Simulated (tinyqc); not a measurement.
# Minority carriers and saturation current of a heavily doped emitter: effects of single changes

n-type, parabolic bands, full ionisation. eta = (EF - Ec)/kB T solves N = Nc F12(eta), F12(x) = (2/sqrt(pi)) int_0^infinity sqrt(u)/(1 + exp(u - x)) du. The gap shrinks rigidly by dEg = a3 y^(1/3) + a4 y^(1/4) + a2 y^(1/2), y = N/1e18 cm^-3, an empirical law that is here taken as the true narrowing.

Inputs (values chosen for the exercise); band and dielectric values close to those of silicon:
```
symbol    value        unit                                     meaning
T           250           K                                 temperature
Eg         1.11          eV                                    band gap
Nc      2.14e19       cm^-3  conduction-band density of states at 250 K
Nv      2.05e19       cm^-3     valence-band density of states at 250 K
N        3.6e19       cm^-3                       ionised donor density
a3         17.5         meV               coefficient of (N/1e18)^(1/3)
a4          3.3         meV               coefficient of (N/1e18)^(1/4)
a2          3.2         meV               coefficient of (N/1e18)^(1/2)
mup         140  cm^2/(V s)                      minority-hole mobility
Cn        2e-31      cm^6/s                           Auger coefficient
ts          0.8          us                             defect lifetime
W           110          nm                               emitter width
S          3100        cm/s       recombination velocity at the contact
```

Constants: q = 1.602176634e-19 C, kB = 1.380649e-23 J/K, Vt = kB T/q. Results are converted to the units shown.

Each table varies one quantity; the others keep the values above.

## Effect of the doping

ni = sqrt(Nc Nv) exp(-Eg/(2 Vt)), Eg in volts; degeneracy factor g = F12(eta) exp(-eta); nie^2 = ni^2 exp(dEg/kB T) g, p0 = nie^2/N; apparent narrowing dEg + kB T ln g. 1/tau = Cn N^2 + 1/ts, D = mup Vt, L = sqrt(D tau); J0 = (q p0 D/L)(s + tanh(W/L))/(1 + s tanh(W/L)), s = S L/D; the share recombining inside is 1 - 1/[cosh(W/L)(1 + tanh(W/L)/s)]. The mobility is held fixed.

Result of one run:
```
N (cm^-3),apparent narrowing (meV),p0 (cm^-3),L (nm),J0 (fA/cm^2),share inside (%)
9.7e18,49.68,0.01907,3877,0.01003,6.683
```

What becomes of these results when the ionised donor density N is changed from 9.7e18 to 4.6e17 cm^-3, all else the same?

Result of the changed run:
```
N (cm^-3),apparent narrowing (meV),p0 (cm^-3),L (nm),J0 (fA/cm^2),share inside (%)
4.6e17,18.23,0.09340,1.528e4,0.04608,0.4590
```

The whole series:
```
N (cm^-3),apparent narrowing (meV),p0 (cm^-3),L (nm),J0 (fA/cm^2),share inside (%)
4.6e17,18.23,0.09340,1.528e4,0.04608,0.4590
9.8e17,23.49,0.05595,1.446e4,0.02762,0.5120
2.1e18,30.27,0.03578,1.189e4,0.01770,0.7551
4.5e18,38.89,0.02491,7544,0.01246,1.856
9.7e18,49.68,0.01907,3877,0.01003,6.683
2.1e19,62.64,0.01607,1836,0.01039,24.21
4.4e19,76.27,0.01444,881.2,0.01682,58.15
9.5e19,89.39,0.01230,408.6,0.04385,86.71
2e20,96.11,0.007982,194.2,0.1048,96.78
```

The apparent narrowing rises from 18.2 to 96.1 meV. p0 goes as N^(-0.68) between the first two rows and N^(-0.58) between the last two (-1 without narrowing or degeneracy), and J0 goes from 0.0461 through a minimum of 0.0100 (at N = 9.7e18 cm^-3 among the rows listed) to 0.105 fA/cm^2. Past the minimum Auger recombination shortens L faster than p0 falls.

## Effect of the contact

Same model as above.

Effect of the contact:
```
S (cm/s),J0 (fA/cm^2),share inside (%)
80,0.006979,97.29
340,0.007590,89.41
1500,0.01030,65.74
6200,0.02106,31.89
26000,0.06271,10.36
1.1e5,0.1918,3.037
4.8e5,0.4185,1.108
2.1e6,0.5794,0.6552
8.8e6,0.6348,0.5524
```

What does the table show?

J0 rises from 0.00698 to 0.635 fA/cm^2, between the limits q p0 (D/L) tanh(W/L) = 0.00679 and q p0 (D/L) coth(W/L) = 0.654; W/L = 0.10, so passivating the contact can gain at most a factor of 96.4.

Range of the model: Band tails, non-parabolic bands and incomplete ionisation are left out.

Computed by the program tinyqc: `OMP_NUM_THREADS=1 python tinyqc.py 2330111 2330112 out.jsonl`, one thread of a shared Intel Xeon 2.30GHz, about 0.01 s for the whole run.
